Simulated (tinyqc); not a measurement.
Incorporation against temperature: precursor delivery by bubblers, mass-transport growth and the solid composition of a III-V alloy. Computed by tinyqc, a small Python program. Command: `OMP_NUM_THREADS=1 python tinyqc.py 3011430 3011431 out.jsonl movpe_thermo walk`. One thread of a shared host (Intel(R) Xeon(R) Processor @ 2.30GHz), about 0.01 s of CPU time with the checks.

1 sccm = 44.615 micromol/min; 1 torr = 133.322 Pa. The sources decompose fully at the surface.

Inputs (values chosen for the exercise, modelled on trimethylgallium (source 1) and trimethylindium (source 2) for the vapour pressures):

| quantity | value | unit |
|---|---|---|
| bath temperature T1 | 275 | K |
| bath temperature T2 | 303 | K |
| bubbler pressure p_b | 760 | torr |
| carrier flow F1 | 23 | sccm |
| carrier flow F2 | 56 | sccm |
| total flow F_t | 15 | slm |
| group-V flow F_V | 280 | sccm |
| reactor pressure p | 40 | torr |
| growth temperature T | 990 | K |
| diffusivity at 273 K and 760 torr | 0.4 | cm^2/s |
| flow cross-section A | 57 | cm^2 |
| distance from the leading edge z | 13 | cm |
| lattice constant a | 5.83 | angstrom |
| interaction L0 of the solid | 14.4 | kJ/mol |
| log10 of p_B,eq over pure BC at 1000 K and 1 torr of group V (exaggerated: liquid indium has about -4.1) | -3.4 | log10 torr |
| enthalpy of that equilibrium H | 291 | kJ/mol |

Alloy: mixing on the group-III sites, with desorption of B.

constants a, b of source 1 (log10 torr, K): 8.101  1703

constants a, b of source 2 (log10 torr, K): 10.5  3014

Constants: k_B = 1.380649e-23 J/K; R = 8.314462618 J/(mol K).

Method:
- log10 p_v = a - b/T_bath; molar flow = F x 44.615 x p_v/(p_b - p_v) for a saturated bubbler.
- p_i = p n_i/(44615 F_t), F_t in slm; p_V = p F_V/(1000 F_t), counted per molecule supplied; V/III = 44.615 F_V/(n1 + n2); vapour fraction of source 2 = n2/(n1 + n2).
- Mean velocity u = (F_t/A)(760/p)(T/273); D = D0 (T/273)^1.75 (760/p); boundary layer delta = sqrt(pi D z/u); flux = D dp/(delta k_B T); growth rate = flux x a^3/4.
- A sticks fully. B desorbs: its surface pressure is p_B* = x gamma_B K/sqrt(p_V), ln gamma_B = L0 (1 - x)^2/(R T), K = 10^(log10 K at 1000 K) exp[-(H/R)(1/T - 1/1000)], p_V in torr. With equal diffusivities x = (p_2 - p_B*)/(p_1 + p_2 - p_B*). Growth rate = rate per torr x p_1/(1 - x).

p_2 = 7.05008e-04 torr

K/sqrt(p_V) = 3.23520e-04 torr

p_V = 0.746667 torr

vapour fraction of source 2 = 0.0879320

p_1 = 0.00731264 torr

At fixed flows:

| T (K) | K/sqrt(p_V) (torr) | x | share of B incorporated, 1 - p_B*/p_2 |
|---|---|---|---|
| 867 | 2.1464e-06 | 0.087819 | 0.99859 |
| 909 | 1.3860e-05 | 0.087259 | 0.99161 |
| 949 | 7.0239e-05 | 0.084797 | 0.96104 |
| 978 | 2.0966e-04 | 0.079361 | 0.89413 |
| 1012 | 6.9771e-04 | 0.064462 | 0.71470 |
| 1046 | 2.1473e-03 | 0.040318 | 0.43576 |
| 1085 | 7.1486e-03 | 0.017263 | 0.18220 |
| 1141 | 3.4817e-02 | 0.004295 | 0.04474 |

What does the comparison show, and why?

x equals the vapour fraction 0.088 while gamma_B K/sqrt(p_V) is small against p_1 + p_2 = 0.0080 torr and falls once it is not. Between the last rows the apparent energy R d ln x/d(1/T) is 256 kJ/mol, against H = 291. Caution: the boundary layer is a quarter or more of the root of the cross-section, so it fills much of the channel and depletion along the flow matters.

Extremes, crossings and ranges named in words are read from the listed rows.
